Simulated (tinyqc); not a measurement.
Against the doping: grain-boundary trapping model (Seto) of a polycrystalline semiconductor film. Computed by tinyqc, a small Python program. Command: `OMP_NUM_THREADS=1 python tinyqc.py 3010023 3010024 out.jsonl poly walk`. One thread of a shared host (Intel(R) Xeon(R) Processor @ 2.30GHz), about 0.01 s of CPU time with the checks.

Grains of equal size L are joined by thin boundaries with one trap level. Trapped carriers deplete a width W on each side and raise a barrier, crossed by thermionic emission. Dopants are fully ionised, statistics are non-degenerate and mu_g does not depend on T.

Inputs (values chosen for the exercise, modelled on polycrystalline silicon): permittivity eps = 11.7; effective mass m = 0.43 m_0; effective density of states at 300 K, N_c = 2.1e+19 1/cm^3; grain size L = 270 nm; trap density Q_t = 9.9e+11 1/cm^2; trap level E_t below the band edge = 0.31 eV; mobility inside the grains mu_g = 120 cm^2/(V s); temperature T = 300 K.

Grain interior: resistance included.

Constants: e = 1.602176634e-19 C; eps_0 = 8.8541878128e-12 F/m; k_B = 8.617333262e-05 eV/K; m_0 = 9.1093837015e-31 kg; k_B = 1.380649e-23 J/K.

Method:
- If all traps fill, the grain is just depleted at N* = Q_t/L, with the barrier e Q_t L/(8 eps eps_0).
- N_c(T) = N_c (T/300 K)^(3/2). Filled traps Q = Q_t/(1 + (1/2) exp((E_t* - E_F)/k_B T)), where E_t* = e V_B - E_t and E_F are counted from the band edge at the grain centre. Partial depletion: Q = 2 N W, V_B = e N W^2/(2 eps eps_0), E_F = k_B T ln(N/N_c); solve for W. If that W would exceed L/2 the grain is fully depleted: W = L/2, Q = N L, and E_F follows from the trap equation. Centre density n_0 = N_c exp(E_F/k_B T).
- Boundary: sigma_b = L e^2 n_0 exp(-e V_B/k_B T)/sqrt(2 pi m k_B T); drift through the grain, depleted parts included: rho_g = [(1 - 2W/L) + (2W/L) int_0^1 exp(y^2 s^2) ds]/(e n_0 mu_g); rho = 1/sigma_b + rho_g. Mean carrier density n_av = n_0 [(1 - 2W/L) + (2W/L) (sqrt(pi)/2) erf(y)/y], y = sqrt(e V_B/k_B T); effective mobility 1/(e n_av rho).

N* = 3.66667e+16 1/cm^3

The same film:
```
N (1/cm^3)  W (nm)  V_B (V)  mean density (1/cm^3)  mobility (cm^2/(V s))  rho (ohm cm)
1.10e+15    135.00  0.01550             3.0483e+12                 111.65    1.8340e+04
3.70e+15    135.00  0.05215             3.2728e+13                  77.52    2.4601e+03
9.20e+15    135.00  0.12966             1.2980e+15                  14.06    3.4193e+02
1.80e+16    106.30  0.15729             8.9162e+15                   5.47    1.2806e+02
2.90e+16     84.06  0.15846             1.7403e+16                   5.08    7.0547e+01
4.40e+16     68.03  0.15747             2.9785e+16                   5.32    3.9418e+01
7.30e+16     51.77  0.15127             5.5257e+16                   6.84    1.6522e+01
1.50e+17     31.74  0.11683             1.2940e+17                  22.63    2.1318e+00
3.70e+17     13.36  0.05108             3.5539e+17                  93.65    1.8754e-01
1.50e+18      3.30  0.01263             1.4948e+18                 114.65    3.6419e-02
```

What does the comparison show, and why?

The barrier peaks among these rows at N = 2.9e16 (0.158 V) and the mobility has its minimum at 2.9e16; N* is 3.7e16. While the grain is fully depleted (W = L/2) V_B grows as N; once all traps are filled it falls as 1/N (last exponent -1.00). From 1.8e16 to 7.3e16 it is pinned, because the trap level has met E_F and the traps fill only in part. Partly depleted rows (W < L/2) with e V_B below 2 k_B T stretch the depletion approximation. rho drops most steeply, as N^-2.8, between 7.3e16 and 1.5e17.

Extremes, crossings and ranges named in words are read from the listed rows.
